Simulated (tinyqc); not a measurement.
Strained quantum well: band edges, subbands and transparency: sweeps and comparisons. A value that a table varies takes the place of the one given here.

Growth on (001), barriers unstrained: tr(e) = e (2 - nu2), Z = b e (1 + nu2); Ec = Ev + Eg + ac tr(e), E_HH = Ev + av tr(e) + Z, E_LH = Ev + av tr(e) - Z (coupling to the split-off band left out).

Masses along z: me, 1/(g1 - 2 g2) for HH, 1/(g1 + 2 g2) for LH, likewise in the barrier; in the plane me, 1/(g1 + g2) for HH and 1/(g1 - g2) for LH (no mixing, which understates the hole masses away from k = 0). Level n solves k L + 2 atan[(k/m)/(kappa/mb)] = n pi, k = sqrt(m E/c), kappa = sqrt(mb (V - E)/c), c = hbar^2/2m0.

Transparency (Bernard-Duraffourg): Fc - Fv equals the lowest transition energy with n = p, n = sum m/(2 pi c) kB T ln(1 + exp((Fc - E)/kB T)) and p likewise over the listed subbands; c = hbar^2/2m0, 1/angstrom^2 = 1e16/cm^2.

Constants: hbar^2/2m0 = 3.80998211 eV angstrom^2; kB = 8.617333262e-05 eV/K; hc = 1239.841984 eV nm.

Inputs chosen for the exercise (near those of an InGaAs/AlGaAs well; not measured data):
```
symbol  value                                                    unit      meaning
nu2     0.944                                                              2 C12/C11
Eg      1.201                                                    eV        unstrained gap of the well
Ev      -0.769                                                   eV        its valence edge
ac      -6.86                                                    eV
av      1.14                                                     eV        Ev moves by av tr(e)
b       -1.97                                                    eV        shear potential
Egb     1.676                                                    eV        gap of the barrier
Evb     -0.905                                                   eV        its valence edge
L       102                                                      angstrom  well width
me      0.0597                                                   m0        electron mass
g1      8.93                                                               gamma1
g2      3.03                                                               gamma2
meb     0.084                                                    m0
g1b     6.3
g2b     1.8
T       300                                                      K         temperature
es      (-0.02, -0.014, -0.008, -0.003, 0, 0.003, 0.007, 0.012)            strains
e       -0.0106                                                            strain in the plane
Ls      (30, 40, 55, 70, 90, 120)                                angstrom  widths
```

## Strain as a design knob

Only the strain is changed; the unstrained gap and the masses are kept.

Results:
```
e (%)  wavelength (nm)  top hole  hh1 - lh1 (meV)  n_tr (1e12/cm^2)  share in top
-2.0               932       hh1              159             0.674          0.62
-1.4               950       hh1              118             0.677          0.61
-0.8               970       hh1               75             0.697          0.57
-0.3               987       hh1               39             0.761          0.46
0.0                997       hh1               17             0.847          0.35
0.3               1013       lh1               -5             0.921          0.58
0.7               1053       lh1              -35             0.818          0.77
1.2               1109       lh1              -72             0.768          0.90
```

n_tr is largest at e = +0.3 % (0.92), where hh1 - lh1 = -5 meV and the top subband holds 58 % of the holes, and smallest, 0.67, at -2.0 and -1.4 %. The top hole level turns from hh to lh, and the light from TE to TM, between 0.0 and +0.3 %. The wavelength runs from 932 to 1109 nm.

## Width of the well

All levels anew.

Results:
```
L (angstrom)  wavelength (nm)  top hole  hh1 - lh1 (meV)  n_tr (1e12/cm^2)  share in top  n_tr/L (1e18/cm^3)
30                        866       hh1               92             0.550          0.91                1.83
40                        894       hh1               98             0.552          0.90                1.38
55                        922       hh1               99             0.572          0.84                1.04
70                        940       hh1               98             0.601          0.75                0.86
90                        955       hh1               95             0.651          0.65                0.72
120                       968       hh1               92             0.740          0.52                0.62
```

The wavelength tunes by 102 nm. The sheet density at transparency changes from 0.55 to 0.74, the top hole subband holding 0.91 and 0.52 of the holes at the ends, while the volume density falls by a factor 3.0. Critical thickness and carrier escape are left out.

## What each parameter does

Edge wavelength, hh1 - lh1 and n_tr. Each row changes one parameter from the base and keeps the others.

Results:
```
case              wavelength (nm)  hh1 - lh1 (meV)  n_tr (1e12/cm^2)
base                        961.1             93.8             0.684
L = 112 angstrom            965.0             92.7             0.714
e = -0.0126                 954.6            108.0             0.679
Eg = 1.181 eV               975.7             93.8             0.683
b = -2.27 eV                965.6            105.5             0.678
ac = -6.17 eV               966.6             93.8             0.683
me = 0.0657 m0              962.2             93.8             0.726
g1 = 9.47                   960.3             93.0             0.656
T = 340 K                   961.1             93.8             0.812
```

The largest shifts from the base row, up to three for each result and ties (the steps differ in size, so this ranks the rows, not the parameters). wavelength (nm): Eg +14.6, e -6.5, ac +5.6; unchanged at the printed digits by T. hh1 - lh1 (meV): e +14.3, b +11.7, L -1.1; unchanged at the printed digits by Eg, ac, me and T. n_tr (1e12/cm^2): T +0.128, me +0.042, L +0.030.

Computed by tinyqc, a small Python program: `OMP_NUM_THREADS=1 python tinyqc.py 1282616 1282617 out.jsonl` (the numbers bound the seed that draws the inputs); one thread of a shared host (Intel(R) Xeon(R) Processor @ 2.30GHz), about 0.02 s for the whole set of steps.
